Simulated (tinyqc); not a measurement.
Scattering of inversion-layer electrons by surface optical phonons of the gate insulator (remote phonon scattering): one step, computed by the program tinyqc. Command: `OMP_NUM_THREADS=1 python tinyqc.py 3111036 3111037 out.jsonl sophonon walk`. One thread of a shared host (Intel(R) Xeon(R) Processor @ 2.30GHz), about 0.02 s of CPU time with the checks.

One subband with the Fang-Howard envelope; insulator and channel are half-spaces, the gate is far away, and an interlayer only moves the polar surface away by t (its own modes and its permittivity contrast are left out).

Task: The electron gas. Density of states D = g_v m/(pi hbar^2); eta = E_F/(k_B T) = ln(exp(n/(D k_B T)) - 1); screening wave number q_s = e^2 D/(2 eps_0 eps_avg) x 1/(1 + exp(-eta)), eps_avg = (eps_s + eps_inf)/2; b = 3/z0.

Inputs (values chosen for the exercise, modelled on SiO2 on In0.53Ga0.47As):

| quantity | value | unit |
|---|---|---|
| optical constant eps_inf | 2.49 | - |
| constant of the channel eps_s | 13.9 | - |
| in-plane mass m | 0.0413 | m_0 |
| valleys g_v | 1 | - |
| sheet density n | 6.7e+11 | 1/cm^2 |
| mean distance of the electrons z0 = 3/b | 3.4 | nm |
| temperature T | 300 | K |

Constants: hbar^2/(2 m_0) = 3.80998212 eV angstrom^2; k_B = 8.617333262e-05 eV/K; e^2/(4 pi eps_0) = 14.39964548 eV angstrom.

Give: D; eta; q_s; b.

Result:

D = 1.725e+13 1/(eV cm^2)

eta = 1.250

q_s = 0.1481 1/nm

b = 0.8824 1/nm
